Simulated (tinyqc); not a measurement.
Inside a calculation: Slater-Koster d bands of an fcc metal. Values are carried at full precision from step to step, so a last printed digit may differ when a step is redone from the rounded ones.

Slater-Koster d bands. For a bond with direction cosines (l, m, n) the 5 x 5 block is dds Ps + ddp Pp + ddd (1 - Ps - Pp), the projectors on sigma, pi and delta states about the bond; for instance <xy|xy> = 3 l^2 m^2 dds + (l^2 + m^2 - 4 l^2 m^2) ddp + (n^2 + l^2 m^2) ddd, <xy|yz> = 3 l m^2 n dds + l n (1 - 4 m^2) ddp + l n (m^2 - 1) ddd and <3z2-r2|3z2-r2> = (n^2 - (l^2 + m^2)/2)^2 dds + 3 n^2 (l^2 + m^2) ddp + (3/4)(l^2 + m^2)^2 ddd. H(k) sums the blocks times cos(k.R) over the neighbours; the d level is the zero of energy; k in 2 pi/a.

Values chosen for the exercise (of the size met in Cu; the results hold for these values, not for the real material):
```
symbol  value              unit    meaning
dds     -0.383             eV      dd sigma
ddp     0.157              eV      dd pi
ddd     -0.065             eV      dd delta
Es      5.9                eV      s level
sss     -0.94              eV      ss sigma
sds     -0.31              eV      sd sigma
k       (0.15, 0.37, 0.3)  2 pi/a  wave vector
Nd      9                          d electrons per atom
```

## The block of one bond

Direction (1,1,0)/sqrt2; its eigenvalues must be dds once, ddp twice and ddd twice.

block (eV), lower triangle:
```
             xy      yz      zx   x2-y2   3z2-r2
xy      -0.3035
yz            0  0.0460
zx            0  0.1110  0.0460
x2-y2         0       0       0  0.1570
3z2-r2   0.1377       0       0       0  -0.1445
```

## Levels at Gamma

Neighbours: twelve at (a/2)(1,1,0) and equivalents.

Summing the blocks at k = 0 gives E(t2g) = 3 dds + 4 ddp + 5 ddd, E(eg) = 1.5 dds + 6 ddp + 4.5 ddd.

levels (eV): t2g (threefold) -0.8460, eg (twofold) 0.0750

The t2g level lies lower, by 0.9210 eV.

## The Hamiltonian at one k

An s orbital at Es couples to nearest neighbours alone: <s|s> = sss, <s|xy> = sqrt3 l m sds (cyclic), <s|x2-y2> = (sqrt3/2)(l^2 - m^2) sds, <s|3z2-r2> = (n^2 - (l^2 + m^2)/2) sds.

Sum over the neighbours.

H(k) (eV), lower triangle:
```
              s       xy       yz       zx    x2-y2  3z2-r2
s        1.7226
xy       0.4474  -0.2903
yz       0.7973  -0.1631  -0.1219
zx       0.3944  -0.3297  -0.1850  -0.5277
x2-y2   -0.1559        0  -0.3542   0.1752   0.0129
3z2-r2  -0.0153  -0.2295   0.2045   0.1011  -0.1516  0.0427
```

## Levels and character

Diagonalise H; t2g is xy, yz, zx and eg the other two.

levels (eV): -1.1052  -0.4510  -0.3207  0.1388  0.4455  2.1307

weights:
```
     band 1  band 2  band 3  band 4  band 5  band 6
s     0.092   0.009   0.001   0.016   0.031   0.851
t2g   0.906   0.603   0.522   0.515   0.319   0.135
eg    0.002   0.388   0.477   0.469   0.651   0.014
```

## Levels at points of symmetry

Coordinates: G (0, 0, 0), X (1, 0, 0), W (1, 0.5, 0), L (0.5, 0.5, 0.5), K (0.75, 0.75, 0); the others lie half way.

Levels (eV):
```
k        band 1  band 2  band 3  band 4  band 5  band 6
G        -5.380  -0.846  -0.846  -0.846   0.075   0.075
G-X 0.5  -1.214  -0.713   0.184   0.184   0.628   2.275
X        -1.582  -1.370   1.181   1.214   1.214   9.799
W        -0.628  -0.184  -0.184   0.536   1.214   9.702
L        -1.364  -0.488  -0.488   0.932   0.932   6.376
L-G 0.5  -1.391  -0.440  -0.440   0.276   0.276   0.784
K        -1.166  -0.533   0.598   0.705   1.042   9.418
```

On these points the bands run from -5.380 (G) to 9.799 eV (X).

## Second moment and the rectangular band

mu2 = z (dds^2 + 2 ddp^2 + 2 ddd^2)/5 per orbital, with z = 12. A rectangular band with the same mu2 has width W = sqrt(12 mu2), Fermi level W (Nd/10 - 1/2) and bond energy -W Nd (10 - Nd)/20 (Friedel).

mu2 = 0.4906 eV^2
W = 2.4265 eV
Fermi level = 0.9706 eV
bond energy per atom = -1.0919 eV

The bond energy is the attractive part alone; the repulsion between atoms, left out, cancels a large share of it in the cohesive energy.

## Checks

- Levels at Gamma from the formulas against H(0): they agree to 1e-10 or better.
- Second moment from the formula against the mean square level on the mesh: both 0.490649.

Computed by tinyqc, a small Python program: `OMP_NUM_THREADS=1 python tinyqc.py 1481008 1481009 out.jsonl` (the numbers bound the seed that draws the inputs); one thread of a shared host (Intel(R) Xeon(R) Processor @ 2.30GHz), about 0.03 s for the whole set of steps.
